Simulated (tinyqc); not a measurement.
Sampled drift against the exact one: kinetic Monte Carlo and master equation for a particle on a ring of sites with traps and bias. Computed by tinyqc, a small Python program. Command: `OMP_NUM_THREADS=1 python tinyqc.py 3000835 3000836 out.jsonl kmc walk`. One thread of a shared host (Intel(R) Xeon(R) Processor @ 2.30GHz), about 0.06 s of CPU time with the checks.

5 sites on a ring, numbered 1 to 5. The saddle between i and i+1 lies at E0 + s b_i and site i at s eps_i; a force F tilts the landscape, with the saddle half-way.

Inputs (values chosen for the exercise, for a model defect):

| quantity | value | unit |
|---|---|---|
| reference barrier E0 | 0.76 | eV |
| scale factor s of the disorder | 1 | - |
| attempt frequency nu | 2.7 | THz |
| temperature T | 580 | K |
| site spacing a | 3.7 | angstrom |
| force F along the ring | 0.017 | eV/angstrom |
| seed of the random numbers | 29427 | - |

Disorder: random barriers.

site energies eps_i (eV): 0  0  0  0  0

saddle shifts b_i between sites i and i+1 (eV): -0.043  -0.021  0.0055  -0.058  -0.047

Constants: k_B = 8.617333262e-05 eV/K.

Method:
- Rates: k(i to i+1) = nu exp(-(E0 + s b_i - s eps_i - F a/2)/(k_B T)), k(i to i-1) = nu exp(-(E0 + s b_(i-1) - s eps_i + F a/2)/(k_B T)).
- Share right = k right/(k right + k left); mean stay = 1/(k right + k left).
- Master equation dP/dt = W P, W_(i+1,i) = k right, W_(i-1,i) = k left, columns summing to zero. The steady state is its null vector; drift v = a sum P_i (k right - k left). D = a^2 lambda''(0)/2, where lambda(q) is the leading eigenvalue of W with right hops weighted by exp(q) and left hops by exp(-q).
- The slowest relaxation rate is minus the real part of the next eigenvalue of W. 1 angstrom = 1e-8 cm.
- 400 independent walkers start on sites drawn with weights P_i (k right + k left), the steady shares of hops (random numbers not printed); the estimate is total displacement over total time, with its standard error from the spread between walkers.

occupations P_i: 0.175462  0.250052  0.309351  0.118896  0.146240

drift velocity v = 0.0575988 cm/s

Drift from sampling:

| hops per walker | estimate (cm/s) | standard error (cm/s) | deviation in standard errors |
|---|---|---|---|
| 10 | 0.056838 | 0.0017654 | -0.43085 |
| 30 | 0.056638 | 0.0010759 | -0.89273 |
| 100 | 0.057218 | 0.0005485 | -0.69383 |
| 300 | 0.057466 | 0.0003336 | -0.39670 |
| 1000 | 0.057779 | 0.0001846 | 0.97484 |
| 3000 | 0.057626 | 0.0001051 | 0.25794 |

What does the comparison show, and why?

The exact drift is 0.05760 cm/s. The standard error falls by a factor 2.97 from 100 to 1000 hops (sqrt10 = 3.16), and in the last row it is 0.18 % of the drift.

Extremes, crossings and ranges named in words are read from the listed rows.
